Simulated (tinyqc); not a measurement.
From results back to parameters: deformation-potential model of the X valleys of a conduction band. Three cases, with inputs chosen for the exercise.

Problem. An ellipsoidal valley with ml > mt has the density-of-states mass m_d = (ml mt^2)^(1/3) and, averaged over equivalent valleys, the conductivity mass m_c = 3/(1/ml + 2/mt).

Case 1.

m_d = 0.4814160 m0
m_c = 0.3401624 m0

Case 2.

m_d = 0.5058722 m0
m_c = 0.3617812 m0

Case 3.

m_d = 0.4987489 m0
m_c = 0.3516224 m0

Find: K = ml/mt; mt; ml.

Solution. With K = ml/mt, m_d/m_c = K^(1/3) (2 + 1/K)/3, which rises steadily for K > 1 and so fixes K; then mt = m_d K^(-1/3) and ml = K mt.

Case 1.

K = ml/mt = 7.971
mt = 0.241 m0
ml = 1.921 m0

Case 2.

K = ml/mt = 7.626
mt = 0.257 m0
ml = 1.960 m0

Case 3.

K = ml/mt = 8.036
mt = 0.249 m0
ml = 2.001 m0

Computed by tinyqc, one run a case: `OMP_NUM_THREADS=1 python tinyqc.py N N+1 out.jsonl` with N = 1050775, 1050813, 1050879; one thread of a shared Intel(R) Xeon(R) Processor @ 2.30GHz, about 0.02 s a run at most.
